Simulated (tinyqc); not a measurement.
Resistance of a tapered via with liner, size effect and interface: one step of the calculation.

A round via whose diameter grows from db at the bottom as D(z) = db + 2 z/tan(ang). The fill, of diameter D - 2 tl, starts above the bottom liner (thickness fb tl) and has rho = rho0 (1 + ks lam/(D - 2 tl)); the sidewall liner conducts in parallel with it. The bottom liner and the interface are crossed over the full area pi db^2/4. Spreading in the lines above and below is left out.

Question. Slices of the via. Slices between z0 = fb tl and hv, evaluated at their midpoints: conductance per length pi/4 [(D - 2 tl)^2/rho + (D^2 - (D - 2 tl)^2)/rl], slice resistance = slice height over that. 6 slices.

Parameters, values chosen for the exercise; fill metal close to cobalt: diameter at the bottom db = 47 nm; height hv = 130 nm; sidewall angle ang = 88 degrees; bulk resistivity of the fill rho0 = 6.32 uohm cm; mean free path of the fill lam = 12.1 nm; size-effect factor ks = 1.5; liner on the sidewall tl = 1.8 nm; liner at the bottom over that on the sidewall fb = 0.7; resistivity of the liner rl = 470 uohm cm.

Wanted: z; D; rho; slice resistance.

Answer.

z, slice 0 to 5 (nm): [11.99, 33.45, 54.90, 76.36, 97.81, 119.3]
D, slice 0 to 5 (nm): [47.84, 49.34, 50.83, 52.33, 53.83, 55.33]
rho, slice 0 to 5 (uohm cm): [8.913, 8.828, 8.748, 8.674, 8.604, 8.537]
slice resistance, slice 0 to 5 (ohm): [1.240, 1.149, 1.068, 0.9950, 0.9290, 0.8693]

tinyqc, about 0.01 s, one thread, Intel Xeon 2.30GHz (shared host): `OMP_NUM_THREADS=1 python tinyqc.py 2750175 2750176 out.jsonl`
